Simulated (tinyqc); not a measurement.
From oxide share of the counts back to oxide thickness d: X-ray photoelectron analysis of a thin oxide on a semiconductor: attenuation lengths, thickness, angle series and band offsets. Computed by tinyqc, a small Python program. Command: `OMP_NUM_THREADS=1 python tinyqc.py 3110384 3110385 out.jsonl xps inv`. One thread of a shared host (Intel(R) Xeon(R) Processor @ 2.30GHz), about 0.01 s of CPU time with the checks.

The same element is seen in the oxide and in the substrate, at nearly the same kinetic energy; films are flat and uniform, and the work function is ignored.

Inputs (values chosen for the exercise, modelled on SiO2 on silicon):
```
quantity,value,unit
photon energy,2000,eV
binding energy of the core level,99.4,eV
oxide density,2.25,g/cm^3
oxide formula mass,60.08,g/mol
valence electrons per oxide formula,16,-
oxide gap,8.74,eV
substrate density,2.33,g/cm^3
substrate formula mass,28.09,g/mol
valence electrons per substrate formula,4,-
substrate gap,1.12,eV
emission angle from the normal,30,degrees
attenuation length over inelastic mean free path,0.91,-
carbon overlayer,1,nm
```

Method:
- TPP-2M: lambda = E/(E_p^2 [b ln(c E) - C/E + D/E^2]) in angstrom, E_p = 28.8 sqrt(N_v rho/M), b = -0.10 + 0.944/sqrt(E_p^2 + E_g^2) + 0.069 rho^0.1, c = 0.191/sqrt(rho), U = N_v rho/M, C = 1.97 - 0.91 U, D = 53.4 - 20.8 U, with E = photon energy less binding energy in eV.
- Attenuation length L = factor x lambda.
- R_0 = (rho_o/M_o) L_o/((rho_s/M_s) L_s); peak ratio R = I_ox/I_sub = R_0 [exp(d/(L_o cos theta)) - 1]; hence d = L_o cos theta ln(1 + R/R_0). A carbon layer weakens both peaks alike, by exp(-d_C/(L_o cos theta)) if its L is taken equal to L_o. This R_0 leaves out intrinsic losses from the substrate peak, so calibrated values can be larger.

Problem. A run gave the result below. Find the oxide thickness d, known to lie between 1.8 and 5 nm.

oxide share of the counts = 0.3373703

Solution.

Each step takes the trial c = (a f_b - b f_a)/(f_b - f_a), f being the result less the target and a, b, c the logarithms of the listed values; c replaces end b, the old b replaces a if the sign of f changed, and otherwise f_a is halved.

Scan of the range:
```
oxide thickness d (nm),oxide share of the counts
1.80,0.247790
2.13,0.289849
2.53,0.339058
3.00,0.394227
3.56,0.456004
4.22,0.523082
5.00,0.594266
```

False position (Illinois rule, in the logarithm of the input) inside the bracket:
```
step,end a,end b,trial,oxide share of the counts
1,2.13000,2.53000,2.51511,0.337263
2,2.53000,2.51511,2.51600,0.337370
3,2.53000,2.51600,2.51600,0.337371
4,2.51600,2.51600,2.51600,0.337370
```

Oxide share of the counts rises at every point of a 13-point scan of the range (every second point is shown), so one value fits; it is bracketed by 2.13 and 2.53. Answer: oxide thickness d = 2.516 nm.
